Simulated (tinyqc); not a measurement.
Comparisons within one model: Gamma, L and X subbands of a thin body with non-parabolic valleys. A value that a table varies takes the place of the one given here.

Hard walls, flat band, c = hbar^2/2m0, energies from the bulk Gamma edge. For a valley at angle theta to the normal 1/m_z = cos^2/ml + sin^2/mt and m_d = sqrt(ml mt^2/m_z). Subband n starts at E_v + e with e (1 + a e) = c (n pi/t)^2/m_z, and its density-of-states mass is taken as m_d (1 + 2 a e), without further growth at higher in-plane energy. Groups are named by valley and degeneracy.

n_i = g m/(2 pi c) kB T ln(1 + exp((EF - E_i)/kB T)), sum n_i = Ns (1e12/cm^2 = 1e-4/angstrom^2), c = hbar^2/2m0. Quantum capacitance Cq = 1602.176634 sum g m/(2 pi c) f_i in microfarad/cm^2 with f_i = 1/(1 + exp((E_i - EF)/kB T)); Cox = 34.5313/eot (one gate); C/Cox = Cq/(Cq + Cox), the centroid term left out.

Constants: hbar^2/2m0 = 3.80998211 eV angstrom^2; kB = 8.617333262e-05 eV/K.

Inputs chosen for the exercise (near those of a thin InAs channel; not measured data):
- face = 110 (surface)
- mG = 0.026 m0 (Gamma mass)
- aG = 2.25 1/eV (Gamma non-parabolicity)
- EL = 0.715 eV (L edge above Gamma)
- mL = (0.664, 0.051) m0 (L valleys (four, along <111>): ml, mt)
- EX = 1.006 eV (X edge above Gamma)
- mX = (1.114, 0.157) m0 (X valleys (three, along <100>): ml, mt)
- aS = 0.67 1/eV (non-parabolicity of L and X)
- Ns = 2.1 x 1e12/cm^2 (sheet density)
- T = 300 K (temperature)
- eot = 11 angstrom (equivalent oxide thickness)
- ts = (18, 24, 30, 40, 55, 75, 110) angstrom (thicknesses)
- t = 50 angstrom (body thickness)
- Nl = (0.5, 1, 2, 4, 7, 11, 16) x 1e12/cm^2 (sheet densities)

## Thinning the body

Lowest edge of each valley type, the lowest group, the Gamma share and C/Cox, with n = 1 to 8 of all groups.

Results:

| t (angstrom) | Gamma (eV) | L (eV) | X (eV) | lowest | Gamma share (%) | C/Cox |
|---|---|---|---|---|---|---|
| 18 | 1.204 | 1.334 | 1.349 | G1 | 93.8 | 0.724 |
| 24 | 0.857 | 1.105 | 1.214 | G1 | 100.0 | 0.679 |
| 30 | 0.652 | 0.982 | 1.145 | G1 | 100.0 | 0.650 |
| 40 | 0.449 | 0.875 | 1.087 | G1 | 100.0 | 0.605 |
| 55 | 0.290 | 0.803 | 1.050 | G1 | 100.0 | 0.551 |
| 75 | 0.182 | 0.764 | 1.030 | G1 | 100.0 | 0.498 |
| 110 | 0.098 | 0.738 | 1.017 | G1 | 100.0 | 0.474 |

From 110 down to 18 angstrom Gamma rises by 1.11 eV, L by 0.60 and X by 0.33 eV, the light Gamma mass moving most. G1 stays lowest throughout. The Gamma share goes from 100 % to 94 %. C/Cox is 0.47 and 0.72 at the ends and lies between 0.47 and 0.72. Hard walls overstate the rise in the thinnest rows.

## Raising the sheet density

Fixed thickness, n = 1 to 8 of all groups; the gate overdrive above the lowest edge is (EF - E_lowest)/e + 0.1602177 Ns/Cox in volts.

Results:

| Ns (1e12/cm^2) | EF - lowest (eV) | Gamma share (%) | Cq | C/Cox | overdrive (V) |
|---|---|---|---|---|---|
| 0.5 | 0.001 | 100.0 | 2.21 | 0.414 | 0.027 |
| 1.0 | 0.030 | 100.0 | 3.30 | 0.512 | 0.081 |
| 2.0 | 0.072 | 100.0 | 4.09 | 0.566 | 0.174 |
| 4.0 | 0.148 | 100.0 | 4.32 | 0.579 | 0.352 |
| 7.0 | 0.259 | 100.0 | 4.34 | 0.580 | 0.616 |
| 11.0 | 0.401 | 99.2 | 5.21 | 0.624 | 0.963 |
| 16.0 | 0.487 | 88.5 | 17.03 | 0.844 | 1.304 |

The lowest subband is G1 n=1. At the highest density band filling takes 0.487 V of the 1.304 V overdrive. Cq grows from 2.2 to 17.0 microfarad/cm^2 while EF moves from +0.001 to +0.487 eV against the lowest edge; the Gamma share stays within 88 to 100 %.

## What each parameter does

n = 1 to 8 of all groups. Each row changes one parameter from the base and keeps the others.

Results:

| case | lowest edge (eV) | EF (eV) | Gamma share (%) | C/Cox |
|---|---|---|---|---|
| base | 0.331 | 0.408 | 100.0 | 0.568 |
| t = 44 angstrom | 0.395 | 0.463 | 100.0 | 0.590 |
| mG = 0.0299 m0 | 0.300 | 0.370 | 100.0 | 0.584 |
| aG = 1.57 1/eV | 0.367 | 0.456 | 100.0 | 0.536 |
| EL = 0.765 eV | 0.331 | 0.408 | 100.0 | 0.568 |
| Ns = 3.15 x 1e12/cm^2 | 0.331 | 0.448 | 100.0 | 0.577 |
| eot = 9 angstrom | 0.331 | 0.408 | 100.0 | 0.518 |
| T = 250 K | 0.331 | 0.408 | 100.0 | 0.573 |

The largest shifts from the base row, up to three for each result and ties (the steps differ in size, so this ranks the rows, not the parameters). lowest edge (eV): t +0.064, aG +0.036, mG -0.031; unchanged at the printed digits by EL, Ns, eot and T. EF (eV): t +0.055, aG +0.048, Ns +0.040; unchanged at the printed digits by EL, eot and T. Gamma share (%): unchanged at the printed digits by t, mG, aG, EL, Ns, eot and T. C/Cox: eot -0.050, aG -0.031, t +0.022; unchanged at the printed digits by EL.

tinyqc: `OMP_NUM_THREADS=1 python tinyqc.py 1251071 1251072 out.jsonl`; about 0.02 s, one thread, shared Intel(R) Xeon(R) Processor @ 2.30GHz.
